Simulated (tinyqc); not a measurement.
Length of a polyene: Hueckel, PPP and singles CI along the polyenes. Computed by the program tinyqc. 

All-trans chains of carbon centres 1.40 angstrom apart:

| parameter | value |
|---|---|
| beta (eV), times 1 +/- alternation | -2.700000 |
| alternation | 0.100000 |
| W (eV) | 11.160000 |
| gamma_rr (eV) | 10.930000 |
| repulsion formula | Ohno |

Hueckel uses the same beta without repulsion; CIS keeps all single excitations and so misses the low, doubly excited 2Ag state. W is the valence ionisation energy of a centre, MN the Mataga-Nishimoto formula, f the oscillator strength.

Gaps and excitations (eV):

| centres | Hueckel gap | PPP orbital gap | bright singlet (CIS) | f | lowest triplet (CIS) |
|---|---|---|---|---|---|
| 2 | 5.9400 | 13.4305 | 7.6597 | 0.6567 | 4.2203 |
| 4 | 3.9878 | 10.7130 | 5.9962 | 1.1897 | 3.1026 |
| 6 | 3.0954 | 9.3608 | 5.0602 | 1.6484 | 2.5735 |
| 8 | 2.5918 | 8.5697 | 4.4764 | 2.0603 | 2.2912 |
| 10 | 2.2710 | 8.0613 | 4.0855 | 2.4391 | 2.1252 |
| 12 | 2.0501 | 7.7139 | 3.8109 | 2.7963 | 2.0202 |
| 14 | 1.8896 | 7.4655 | 3.6110 | 3.1403 | 1.9502 |

The Hueckel gap tends to 4 x alternation x |beta| = 1.08 eV for long chains. Exchange opens the PPP orbital gap, and the attraction of electron and hole brings the bright state 3.85 eV below it at 14 centres; the triplet lies 1.66 eV lower still.
